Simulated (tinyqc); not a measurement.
# Input admittance of a MOSFET at zero drain bias: distributed channel and distributed gate: two studies

Source and drain grounded, strong inversion, w = 2 pi f, Cox = eps0 eox/tox. The channel is an RC line of resistance 1/(mu Cox Vo) per square fed from both ends, so one finger has the intrinsic admittance y = i w Cox L tanh(g)/g per width, g = (1/2) sqrt(i w tau), tau = L^2/(mu Vo). The vertical resistance rv/L is in series with y, the overlaps 2 i w Cov in parallel: y_t = 1/(1/y + rv/L) + 2 i w Cov. The gate strip is a line of Rsh/L per length loaded by y_t, so a finger has Y = y_t Wf tanh(k)/k, k = (Wf/sd) sqrt(y_t Rsh/L); the device has Nf Y.

Inputs (values chosen for the exercise); values of the order met in silicon radio-frequency transistors:
- eox = 3.9 (relative permittivity of the gate insulator (close to silicon dioxide))
- tox = 6.6 nm (insulator thickness)
- L = 0.46 um (channel length)
- Wf = 4.8 um (finger width)
- Nf = 32 (number of fingers)
- mu = 190 cm^2/(V s) (channel mobility)
- Vo = 0.4 V (gate overdrive)
- Rsh = 15 ohm/square (sheet resistance of the gate)
- rv = 1.3 ohm um^2 (vertical resistivity of the gate stack)
- sd = 2 (number of ends at which a finger is contacted)
- Cov = 0.3 fF/um (overlap and fringe capacitance on each side)
- f = 11 GHz (frequency)

Constants: eps0 = 8.8541878128e-14 F/cm where lengths are in cm. Results are converted to the units shown.

Each table varies one quantity; the others keep the values above.

## Input impedance against frequency

Low-frequency limits, with c = Cox L and ct = c + 2 Cov: R_strip = Rsh Wf/(3 sd^2 L Nf), R_ch = (c/ct)^2 L/(12 mu Cox Vo Wf Nf), R_vert = (c/ct)^2 rv/(L Wf Nf), C = ct Wf Nf. Z = 1/(Nf Y) = R + 1/(i w C), Q = |Im Z|/R, far-point signal |1/cosh k|.

The same in every row: low-frequency R (ohm) = 4.4407.

Results:
```
f (GHz)	w tau	|k|	R (ohm)	C (fF)	Q	signal at the far point
0.1	0.017494	0.018837	4.4407	461.83	776.04	1.0000
0.3	0.052481	0.032627	4.4407	461.83	258.68	1.0000
0.8	0.13995	0.053277	4.4406	461.81	97.011	0.99999
2	0.34987	0.084219	4.4401	461.71	38.818	0.99991
6	1.0496	0.14556	4.4352	460.70	12.982	0.99922
20	3.4987	0.25968	4.3807	449.73	4.0392	0.99230
40	6.9975	0.34574	4.2127	418.90	2.2547	0.97720
300	52.481	0.64105	1.6144	194.50	1.6896	0.91243
```

Estimate the missing row, f = 100 GHz.

Computed row:
```
f (GHz)	w tau	|k|	R (ohm)	C (fF)	Q	signal at the far point
100	17.494	0.45504	3.3806	311.71	1.5103	0.94768
```

With this row back in the table: R falls from 4.44 to 1.61 ohm and C falls from 462 to 194 fF. Q goes as f^(-1.00) between the first two rows and f^(0.10) between the last two, where w tau = 52.5 and |k| = 0.641. The low-frequency limits hold both R and C within 5 % up to f = 20 GHz among the rows.

## Dividing a fixed width into fingers

Total width Wf Nf = 150 um; each finger also has a contact resistance Rc at each contacted end, which adds Rc/(sd Nf). The resistances are low-frequency limits, good while |k| is below about 1; the far-point signal is |1/cosh k| at f, without Rc.

The same in every row: R_ch + R_vert (ohm) = 4.130.

Dividing a fixed width into fingers:
```
Nf	Wf (um)	R_strip (ohm)	Rc/(sd Nf) for Rc = 30 ohm (ohm)	sum (ohm)	signal at the far point
1	150.0	407.6	15.00	426.7	0.02020
2	75.00	101.9	7.500	113.5	0.2022
4	37.50	25.48	3.750	33.36	0.6603
8	18.75	6.369	1.875	12.37	0.9395
16	9.375	1.592	0.9375	6.660	0.9891
32	4.688	0.3981	0.4688	4.997	0.9976
64	2.344	0.09951	0.2344	4.464	0.9994
128	1.172	0.02488	0.1172	4.272	0.9999
```

Read the table: what changes, and by how much?

R_strip falls as 1/Nf^2, from 408 to 0.0249 ohm, the contact term as 1/Nf, and R_ch + R_vert stays at 4.13 ohm since the total width is fixed. The sum is within a factor 1.5 of that floor from Nf = 32 on. More fingers add wiring capacitance, which is left out.

Numbers from tinyqc (`OMP_NUM_THREADS=1 python tinyqc.py 2262139 2262140 out.jsonl`; about 0.01 s on one thread of a shared Intel Xeon 2.30GHz).
